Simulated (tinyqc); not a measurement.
Reverse leakage of an n+-p junction: diffusion, generation, trap-assisted and band-to-band tunnelling: one step of the calculation.

One-sided abrupt junction in the depletion approximation, x from the junction (0) to W on the p side, field F = F0 (1 - x/W). Flat quasi-Fermi levels, long p side. Traps generate through SRH with both lifetimes shortened by 1 + Gamma (Hurkx enhancement, form for moderate fields); band-to-band generation is local and needs a total bending above Eg.

Problem. Generation rates across the layer. u = (Vbi + VR)(1 - x/W)^2, p = Na exp(-u/Vt), n = Nd exp((u - Vbi - VR)/Vt); G0 = ni^2 (1 - exp(-VR/Vt))/(tau (n + p + 2 ni cosh(Et/Vt))); Gamma = 2 sqrt(3 pi)(F/FG) exp((F/FG)^2); trap-assisted part G0 Gamma; G_bb = Ab F^2.5 exp(-Bb/F) with F in V/cm, zero unless Vbi + VR > Eg. 15 equal steps.

Parameters, values chosen for the exercise; band and dielectric values close to those of silicon: temperature T = 358 K; band gap Eg = 1.1 eV; acceptor density of the lighter side Na = 1.6e16 cm^-3; donor density of the heavier side Nd = 1e20 cm^-3; SRH lifetime of both carriers at zero field tau = 7e-8 s; trap level above the intrinsic level Et = -0.14 eV; band-to-band prefactor Ab = 6.6e14 cm^-0.5 V^-2.5 s^-1; band-to-band field constant Bb = 1.89e7 V/cm; reverse bias VR = 1.7 V.

Constants: q = 1.602176634e-19 C, kB = 1.380649e-23 J/K, Vt = kB T/q. Results are converted to the units shown.

ni = 6.3731896e11 cm^-3
Vbi = 0.89471308 V
W = 459.89623 nm
F0 = 112.83907 kV/cm
FG = 461.18688 kV/cm

Give: x; F; Gamma; G0; G0 Gamma; G_bb.

Solution.

| point | x (nm) | F (kV/cm) | Gamma | G0 (cm^-3 s^-1) | G0 Gamma (cm^-3 s^-1) | G_bb (1e-46 cm^-3 s^-1) |
|---|---|---|---|---|---|---|
| 0 | 0.0 | 112.8 | 1.595 | 5.803e10 | 9.255e10 | 5.110 |
| 1 | 30.7 | 105.3 | 1.477 | 2.875e15 | 4.246e15 | 0.000 |
| 2 | 61.3 | 97.8 | 1.362 | 9.722e16 | 1.324e17 | 0.000 |
| 3 | 92.0 | 90.3 | 1.249 | 9.735e16 | 1.216e17 | 0.000 |
| 4 | 122.6 | 82.7 | 1.138 | 9.735e16 | 1.108e17 | 0.000 |
| 5 | 153.3 | 75.2 | 1.029 | 9.735e16 | 1.001e17 | 0.000 |
| 6 | 184.0 | 67.7 | 0.9210 | 9.735e16 | 8.966e16 | 0.000 |
| 7 | 214.6 | 60.2 | 0.8150 | 9.735e16 | 7.934e16 | 0.000 |
| 8 | 245.3 | 52.7 | 0.7103 | 9.735e16 | 6.915e16 | 0.000 |
| 9 | 275.9 | 45.1 | 0.6067 | 9.731e16 | 5.904e16 | 0.000 |
| 10 | 306.6 | 37.6 | 0.5041 | 9.512e16 | 4.795e16 | 0.000 |
| 11 | 337.3 | 30.1 | 0.4023 | 5.801e16 | 2.334e16 | 0.000 |
| 12 | 367.9 | 22.6 | 0.3012 | 9.466e15 | 2.851e15 | 0.000 |
| 13 | 398.6 | 15.0 | 0.2005 | 1.591e15 | 3.191e14 | 0.000 |
| 14 | 429.2 | 7.5 | 0.1002 | 5.242e14 | 5.251e13 | 0.000 |
| 15 | 459.9 | 0.0 | 0 | 3.613e14 | 0 | 0.000 |

Range of the model: The n+ side is degenerate, so Vbi from Boltzmann statistics is only a guide.

Computed by the program tinyqc: `OMP_NUM_THREADS=1 python tinyqc.py 2290035 2290036 out.jsonl`, one thread of a shared Intel Xeon 2.30GHz, about 0.01 s for the whole run.
